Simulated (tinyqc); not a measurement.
Potential-pH (Pourbaix) lines of a metal, its cation, its oxide and an oxyanion, with a complexing ligand: one step, computed by the program tinyqc. Command: `OMP_NUM_THREADS=1 python tinyqc.py 3031885 3031886 out.jsonl pourb walk`. One thread of a shared host (Intel(R) Xeon(R) Processor @ 2.30GHz), about 0.02 s of CPU time with the checks.

Potentials are against the standard hydrogen electrode; solids and water have unit activity; dG_f of M, H+ and the electron is zero; F = e N_A and s = R T ln(10)/F. The cation carries z = 2.

Task: Vertical lines. M2+ + 2e = M; MO + 2H+ + 2e = M + H2O; MO2(2-) + 4H+ + 2e = M + 2H2O. For each, E0 = -dG/(z F), and E = E0 + (s/z) log10 a - (s n_H/z) pH, with no activity term for the oxide. Two oxidised species coexist where their lines against the metal cross: pH1 (cation/oxide) = [E0(oxide) - E0(cation)]/s - (log10 a)/z; pH2 (oxide/oxyanion) = {[E0(oxyanion) - E0(oxide)]/s + (log10 a)/z}/(4/z - 1).

Inputs (values chosen for the exercise, modelled on cobalt): temperature T = 298.15 K; log10 of the dissolved activity a = -5.

Species: M, M2+, MO, MO2(2-).

E0 (V): cation -0.280872, oxide 0.107944, oxyanion 1.005645

s = 0.05915935 V

Give: pH1; pH2; width of the oxide field, pH2 - pH1.

Result:

pH1 = 9.072

pH2 = 12.67

width of the oxide field, pH2 - pH1 = 3.602

The oxide is stable from pH 9.07 to 12.67; each decade less of dissolved metal narrows this field by 1.00 pH units.
